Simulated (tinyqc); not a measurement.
One share for all, or one for each: linear model of a band gap against the share of exact exchange.

E(alpha) = E0 + S alpha. A wider gap screens less, modelled in the Penn form eps(alpha) = 1 + (e0 - 1)(EP/(EP + S alpha))^2 with a scale EP chosen for the exercise. A dielectric-dependent hybrid takes alpha = 1/eps.

Errors of the gap (eV) against each target; e0, EP, S and the gaps are values chosen for the exercise.

Results:
```
case          E0 (eV)  S (eV)     e0  EP (eV)  target Et (eV)  alpha needed  error, alpha = 0  error, 0.25  error, self-consistent
like GaP         1.63    5.71   9.55     12.3            2.38         0.131             -0.75         0.68                   -0.09
like GaN         1.97    7.39   5.99     21.2            3.44         0.199             -1.47         0.38                   -0.10
like Si          0.59    4.83  13.22      9.0            1.18         0.122             -0.59         0.62                   -0.19
like diamond     4.31    7.21   6.38     25.6            5.46         0.160             -1.15         0.65                    0.07
like Ge          0.08    4.78  16.80      8.6            0.75         0.140             -0.67         0.53                   -0.37
like Al2O3       6.01    8.98   3.44     25.8            8.87         0.318             -2.86        -0.61                    0.18
like SiO2        5.59    9.46   2.62     30.8            9.05         0.366             -3.46        -1.09                    0.74
```

What can be read from this table?

Mean absolute errors: 1.56, 0.65 and 0.25 eV for alpha = 0, 0.25 and the self-consistent value. A fixed quarter overshoots for GaP, GaN, Si, diamond and Ge and falls short for Al2O3 and SiO2; the alpha needed runs between 0.122 and 0.366 and its correlation with 1/e0 over these cases is 0.98.

Computed by tinyqc, a small Python program: `OMP_NUM_THREADS=1 python tinyqc.py 1851041 1851042 out.jsonl` (the numbers bound the seed that draws the inputs); one thread of a shared host (Intel(R) Xeon(R) Processor @ 2.30GHz), about 0.01 s for the whole set of steps.
